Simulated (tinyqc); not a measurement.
Temperature and isotope dependence of a band gap in oscillator models, step by step. Values are carried at full precision from step to step, so a last printed digit may differ when a step is redone from the rounded ones.

E(T) = E0 - sum_i sl_i th_i n_i(T), n = 1/(exp(th/T) - 1). The same coupling lowers the gap at 0 K by the zero-point term ZP = sum_i sl_i th_i/2, so the gap of the static lattice is E0 + ZP. Thermal expansion is taken as part of the slopes.

Parameters, chosen for this exercise (near those of InAs; the results hold for these values, not for the real material): E0 = 0.414 eV (gap at 0 K); th = (72, 210) K (temperatures of two oscillators); sl = (0.0619, 0.2071) meV/K (their high-temperature slopes); T = 300 K (temperature); M = 94.84 u (mean atomic mass); dM = -1.19 u (change of the mean mass (not bounded by the natural isotopes)); T12 = (100, 230) K (temperatures of the fits).

## The gap at T

Give the occupations, the two terms, the gap, ZP and the static gap.

n_i: 3.68665  0.98643

terms (meV): 16.431  42.901

E(T) = 0.3547 eV
ZP = 23.97 meV
static gap = 0.4380 eV

The thermal fall, 59.3 meV, is larger than the zero-point term, 24.0 meV; the soft oscillator supplies 28 % of the fall but 9 % of ZP. A calculation with clamped ions should be compared with the static gap.

## Slope and asymptote

dE/dT = -sum sl_i (th_i/T)^2 n_i (1 + n_i). At high T, n -> T/th - 1/2, so E -> E0 + ZP - (sum sl_i) T. Give the slope, its ratio to the limit, and the value at 0 K of the tangent drawn at T.

dE/dT = -0.2605 meV/K
ratio to the limiting slope = 0.9682
intercept of the tangent = 0.4328 eV
intercept - E0 = 18.80 meV

The tangent recovers 78 % of ZP: the extrapolation works only from T well above the higher oscillator (210 K).

## Isotope effect

With M -> M + dM the oscillator temperatures scale as M^(-1/2) and the slopes stay. Give th, ZP, E0 (static gap fixed) and E(T) for the new mass, and the linear rule dE0 = ZP dM/(2 M).

th (K): 72.46  211.33

ZP = 24.126 meV
shift of E0 = -0.152 meV
linear rule = -0.150 meV
shift of E(T) = -0.033 meV

The lighter crystal has the narrower gap. At 300 K 22 % of the shift at 0 K is left; it fades at high T, where the motion is classical and the mean-square amplitude no longer depends on mass.

## Two common fits

Two-parameter forms are made to pass through the falls at the two temperatures T12: Varshni aV T^2/(T + bV), from the line T^2/fall = (T + bV)/aV; one oscillator s1 t1/(exp(t1/T) - 1), with t1 from the ratio of the falls.

Give the falls and the parameters.

falls (meV): 10.2957  41.2762

aV = 0.4189 meV/K
bV = 307 K
t1 = 164.9 K
s1 = 0.2624 meV/K
ZP of the one-oscillator fit = 21.6 meV

The limiting slope of the model is 0.2690 meV/K; Varshni puts it +56 % off and one oscillator -2 %. The ZP of the fit differs from the true one by -2.3 meV.

## Checks

- Slope by finite differences against the formula (meV/K): both 0.26045.
- Fall at 20 times the higher oscillator temperature against the asymptote (meV): 1106.0 against 1105.8.

Computed by tinyqc, a small Python program: `OMP_NUM_THREADS=1 python tinyqc.py 1850507 1850508 out.jsonl` (the numbers bound the seed that draws the inputs); one thread of a shared host (Intel(R) Xeon(R) Processor @ 2.30GHz), about 0.01 s for the whole set of steps.
